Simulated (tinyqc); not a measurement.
## Double-gate transistor, scale length and short-channel effects: effect of the relative permittivity of the insulator

A body of thickness ts between two insulators of thickness ti and two tied gates. Below threshold the potential that source and drain add obeys Laplace's equation and vanishes on the gate. Its lowest mode decays along the channel as exp(-k y); k is the smallest positive root of the matching condition at the interface, and the scale length is Lambda = pi/k.

k is the smallest positive root of f(k) = ei cos(k ti) cos(k ts/2) - eps_r sin(k ti) sin(k ts/2). Along the channel psi(y) = s + a exp(y/l) + b exp(-y/l) with psi(0) = Vbi, psi(L) = Vbi + Vds and l = 1/k = Lambda/pi; with A = Vbi - s, B = A + Vds, x = exp(-L/l): a = (B - A x) x/(1 - x^2), b = (A - B x)/(1 - x^2). The minimum is s + 2 sqrt(a b), at y = (l/2) ln(b/a). The long-channel potential follows the gate as s = sT + (Vg - VTL)/m, and the threshold VT is the gate voltage at which the minimum equals sT. Swing = m Vt ln 10/g at threshold, g = d(minimum)/ds = 1 - (b x + a)/((1 + x) sqrt(a b)). DIBL = [VT(0.05 V) - VT(Vds)]/(Vds - 0.05 V). sT and Vbi are held fixed; m = 1.

Parameters, values chosen for the exercise; permittivities: semiconductor made up, insulator close to that of silicon nitride: temperature T = 300 K; relative permittivity of the semiconductor eps_r = 17.3; insulator thickness ti = 2.4 nm; body thickness ts = 9.7 nm; channel length L = 35 nm; potential of the source Vbi = 0.98 V; potential of the barrier top at threshold sT = 0.56 V; drain voltage Vds = 0.8 V.

Constants: q = 1.602176634e-19 C, kB = 1.380649e-23 J/K, Vt = kB T/q. Results are converted to the units shown.

Effect of the relative permittivity of the insulator:
```
ei	Lambda (nm)	L/Lambda	VT - VTL at Vds (mV)	DIBL (mV/V)	swing (mV/decade)
3.9	24.61	1.422	-197.2	103.7	77.44
5.7	21.08	1.660	-125.3	65.24	71.05
8.5	18.15	1.928	-77.48	39.99	66.73
12	16.16	2.166	-51.50	26.42	64.35
18	14.34	2.440	-32.58	16.64	62.60
27	12.99	2.694	-21.49	10.94	61.56
40	12.02	2.911	-15.15	7.701	60.96
```

Read the table: what changes, and by how much?

As ei goes from 3.9 to 40, Lambda falls from 24.6 to 12.0 nm, DIBL falls from 104 to 7.70 mV/V and the swing falls from 77.4 to 61.0 mV a decade. On average Lambda goes as ei^(-0.31). At ei = 3.9 L is under 1.5 Lambda, where higher modes, left out of the one-mode potential, count.

Computed by the program tinyqc: `OMP_NUM_THREADS=1 python tinyqc.py 2420039 2420040 out.jsonl`, one thread of a shared Intel Xeon 2.30GHz, about 0.01 s for the whole run.
